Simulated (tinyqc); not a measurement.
# Tunnelling through a gate dielectric with the two-band (Franz) dispersion, WKB transmission and Tsu-Esaki current: what changes with what

Electrons leave the emitter at x = 0. Energies E (motion across the layers) are in eV from the emitter Fermi level; the collector Fermi level lies at -V and offers states at every E. No charge in the dielectric and no image force: F1 = V/t1, U = phi1 - F1 x. With C = hbar^2/(2 m0), kappa = sqrt(m u (1 - u/Egx)/C), u = U - E where U > E and 0 elsewhere; T(E) = exp(-S), S = 2 times the integral of kappa over x.

Values chosen for this exercise; dielectric values close to those of silicon nitride:
- T = 300 K (temperature)
- Ef = 0.48 eV (Fermi energy of the emitter above its band bottom)
- me = 1 m0 (emitter mass in the supply function)
- phi1 = 2.06 eV (barrier of layer 1 above the emitter Fermi level at zero bias)
- m1 = 0.5 m0 (tunnelling mass of layer 1)
- t1 = 3.4 nm (thickness of layer 1)
- Egx = 5.4 eV (gap parameter of the two-band dispersion, set freely)
- V = 1.6 V (voltage across the dielectric)

Constants: q = 1.602176634e-19 C, kB = 1.380649e-23 J/K, hbar = 1.054571817e-34 J s, m0 = 9.1093837015e-31 kg, Vt = kB T/q, hbar^2/(2 m0) = 0.0380998212 eV nm^2. Results are converted to the units shown.

Each table varies one quantity; the others keep the values above.

## Two-band against parabolic dispersion

Each layer adds (2/F) sqrt(m/C) [G(u at its left edge) - G(u at its right edge)] to S, with u = U - E (0 where negative) and G(u) = Egx^1.5 (th - sin(4 th)/4)/4, th = arcsin sqrt(u/Egx). The parabolic value uses G(u) = (2/3) u^1.5.

The same in every row: S at E = 0, parabolic = 27.145.

Results:
```
Egx (eV),"S at E = 0, two-band",ratio of the two T
3.3,20.731,610.16
5.3,23.399,42.364
6.3,24.039,22.340
7.3,24.491,14.211
8.3,24.828,10.146
9.3,25.089,7.8164
10.3,25.297,6.3488
```

Estimate the missing row, Egx = 4.3 eV.

Computed row:
```
Egx (eV),"S at E = 0, two-band",ratio of the two T
4.3,22.422,112.56
```

With this row back in the table: S rises from 20.7 to 25.3 towards the parabolic 27.1. The factor 1 - u/Egx lowers kappa, so T exceeds the parabolic value by a factor of 610 in the first row and 6.35 in the last.

## Effect of the barrier height

J = J0 times the integral of T(E) N(E) dE, N = ln[(1 + exp(-E/Vt))/(1 + exp((-E - V)/Vt))], J0 = q^2 me m0 kB T/(2 pi^2 hbar^3) (times 1e-4 for A/cm^2 per eV), from E = -Ef to far above the barrier (T = 1 there), by quadrature converged to the digits shown.

Effect of the barrier height:
```
phi1 (eV),S at E = 0,T(E = 0),J (A/cm^2),mean E of the current (eV)
1,9.674,6.293e-5,6188,-0.09973
1.2,12.55,3.531e-6,319.3,-0.09083
1.4,15.61,1.659e-7,14.62,-0.09351
1.6,18.82,6.738e-9,0.9072,-0.1444
1.8,21.23,6.024e-10,0.1326,-0.1898
2,23.02,1.010e-10,0.03173,-0.2184
2.2,24.43,2.447e-11,0.01047,-0.2408
2.4,25.57,7.854e-12,0.004455,-0.2596
```

Read the table: what changes, and by how much?

J falls from 6190 to 0.00445 A/cm^2, on average 4.39 decades for each eV, while S rises from 9.67 to 25.6.

Program tinyqc, `OMP_NUM_THREADS=1 python tinyqc.py 2540056 2540057 out.jsonl`; Intel Xeon 2.30GHz, shared host, one thread, about 0.02 s.
